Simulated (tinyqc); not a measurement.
# From one set of inputs to another, one input at a time

Model: competing polymorphs of an oxide film: bulk, surface, grain-boundary, dopant and field terms. Computed by tinyqc, a small Python program. Command: `OMP_NUM_THREADS=1 python tinyqc.py 3029557 3029558 out.jsonl polymorph ladder`. One thread of a shared host (Intel(R) Xeon(R) Processor @ 2.30GHz), about 0.01 s of CPU time with the checks.

Phases: monoclinic m (reference), polar orthorhombic o, tetragonal t. Free energies per formula unit (f.u.); 1 J/m^2 x angstrom^3/nm = 6.241509 meV.

The inputs printed are set A. Inputs not listed in the table keep their values of set A, so the rows need not describe a real material.

Inputs (values chosen for the exercise, for a model oxide):

| quantity | value | unit |
|---|---|---|
| energy of the polar phase o over m | 82.7 | meV/f.u. |
| energy of the tetragonal phase t over m | 125 | meV/f.u. |
| entropy of o over m | 0.0089 | meV/(f.u. K) |
| entropy of t over m | 0.061 | meV/(f.u. K) |
| surface energy of m | 2.81 | J/m^2 |
| surface energy of o | 2.38 | J/m^2 |
| surface energy of t | 2.28 | J/m^2 |
| grain-boundary energy over surface energy | 0.71 | - |
| volume per formula unit Omega | 32.8 | angstrom^3 |
| film thickness h | 22 | nm |
| grain radius R | 4.2 | nm |
| temperature T | 300 | K |
| dopant content x | 2.4 | % |
| shift of o per % of dopant | -6.8 | meV/f.u. |
| shift of t per % of dopant | -15 | meV/f.u. |
| width sigma of ln R | 0.42 | - |
| interlayer thickness (SiO2) | 0.62 | nm |

Geometry: columnar grains in a film.

permittivities of m, o, t: 20  26  34

Method:
- Bulk term b = H - T S + (shift) x, zero for m. The undoped bulk turns from m to t at T = H_t/S_t.
- Area per volume: A = 2/h + f_b/R (two free faces; the side wall 2/R is shared by two grains and carries f_b gamma); G = b + gamma Omega A.
- With G = b + gamma Omega A (b the bulk free energy per formula unit, A the area per volume), two phases i, j cross at A_ij = (b_j - b_i)/(Omega (gamma_i - gamma_j)); o has a window only if A_mo < A_ot.
- Grain radii are log-normal by volume with median R and width sigma; the share with A above A* is that with radius below R*, R* = f_b/(A* - 2/h) (all grains if A* <= 2/h), share = (1/2) erfc[-ln(R*/R)/(sqrt 2 sigma)]. Effective permittivity of a layer of thickness h built of such grains, taken in parallel: sum of share x eps; EOT = interlayer + 3.9 h/eps.

Each row keeps all changes above it:

| input moved | from | to | A_mo (1/nm) | G(t) - G(o) (meV/f.u.) | effective permittivity |
|---|---|---|---|---|---|
| set A | - | - | 0.7237 | 1.668 | 20.030 |
| grain radius R (nm) | 4.2 | 15 | 0.7237 | 4.160 | 20.000 |
| surface energy of o (J/m^2) | 2.38 | 2.58 | 1.3531 | -1.500 | 20.000 |
| surface energy of t (J/m^2) | 2.28 | 2.47 | 1.3531 | 3.877 | 20.000 |
| shift of o per % of dopant (meV/f.u.) | -6.8 | -8.9 | 1.2460 | 8.917 | 20.000 |
| energy of the polar phase o over m (meV/f.u.) | 82.7 | 75.3 | 1.0889 | 16.317 | 20.000 |
| dopant content x (%) | 2.4 | 2.6 | 1.0511 | 15.097 | 20.000 |
| shift of t per % of dopant (meV/f.u.) | -15 | -20 | 1.0511 | 2.097 | 20.000 |

Which inputs carry the difference?

A_mo goes from 0.724 to 1.05, a factor 1.45 in all. The largest single move comes from surface energy of o (a factor 1.87), and energy of the polar phase o over m works against it (a factor 0.874). G(t) - G(o) goes from 1.67 to 2.10, +0.429 in all. The largest single move comes from shift of t per % of dopant (-13), but it runs against the net change; the largest move in the direction of the net change is energy of the polar phase o over m (+7.4). The single moves hold for this order of the switches; the total does not depend on the order.

Caution (all rows): this is an equilibrium ranking; real films often keep the phase that nucleates first on cooling from t.

Extremes, crossings and ranges named in words are read from the listed rows.
